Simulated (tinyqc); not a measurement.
Thermal resistances of a two-die stack.

Question. Heat leaves through the lower die only, and the system is linear. Find the resistance R1 from the lower die to the coolant, R2 between the dies, and the rise of the upper die when both are powered.

Inputs (values chosen for the exercise):
```
symbol  value  unit                 meaning
P1         23     W  power of the lower die
P2         25     W  power of the upper die
```

rises of the lower and upper die with only the lower one powered (K): [14.95, 14.95]
rises of the lower and upper die with only the upper one powered (K): [16.25, 18.25]

Answer. With only the lower die powered no heat crosses R2, so both dies rise by P1 R1; the difference in the second test is P2 R2; rises add.

R1 = 0.650 K/W
R2 = 0.0800 K/W
rise of the upper die = 33.2 K

tinyqc, about 0.04 s, one thread, Intel Xeon 2.30GHz (shared host): `OMP_NUM_THREADS=1 python tinyqc.py 2162087 2162088 out.jsonl`
